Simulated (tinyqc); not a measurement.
Threshold-voltage variability of a planar MOSFET, analytic estimates: one step of the calculation.

Three independent sources add in quadrature: random dopants in the depleted layer, metal-gate grains of two orientations, and roughness of the two gate edges acting through the roll-off VT = VT(long) - Vr exp(-L/l). These are first-order estimates: no three-dimensional electrostatics, no percolation.

Question. Random dopants. ni = sqrt(Nc Nv) exp(-Eg/(2 Vt)), Eg in volts; Cox = 3.9 eps0/ti; Wd = sqrt(4 eps0 eps_r Vt ln(Na/ni)/(q Na)); dopants: s1 = (q/Cox) sqrt(Na Wd/(3 L W)). The slope A1 = s1 sqrt(L W); mean number of dopants Na L W Wd.

Parameters, values chosen for the exercise; material values close to those of silicon:
- T = 300 K (temperature)
- Eg = 1.1 eV (band gap)
- eps_r = 11.9 (relative permittivity of the semiconductor)
- Nc = 2.75e19 cm^-3 (conduction-band density of states at T)
- Nv = 2.66e19 cm^-3 (valence-band density of states at T)
- Na = 4.8e17 cm^-3 (channel doping)
- ti = 1.9 nm (oxide-equivalent thickness in inversion)
- L = 65 nm (gate length)
- W = 180 nm (gate width)

Constants: q = 1.602176634e-19 C, kB = 1.380649e-23 J/K, Vt = kB T/q, eps0 = 8.8541878128e-14 F/cm where lengths are in cm. Results are converted to the units shown.

Wanted: Cox; Wd; mean number of dopants; A1; s1.

Answer.

Cox = 1.8174 uF/cm^2
Wd = 49.427 nm
mean number of dopants = 277.58
A1 = 0.78395 mV um
s1 = 7.2477 mV

Counting alone, 1/sqrt(N) of the depletion voltage q Na Wd/Cox = 209 mV, would give sqrt(3) times more: dopants deep in the layer act less on the surface.

Computed by the program tinyqc: `OMP_NUM_THREADS=1 python tinyqc.py 2090074 2090075 out.jsonl`, one thread of a shared Intel Xeon 2.30GHz, about 0.01 s for the whole run.
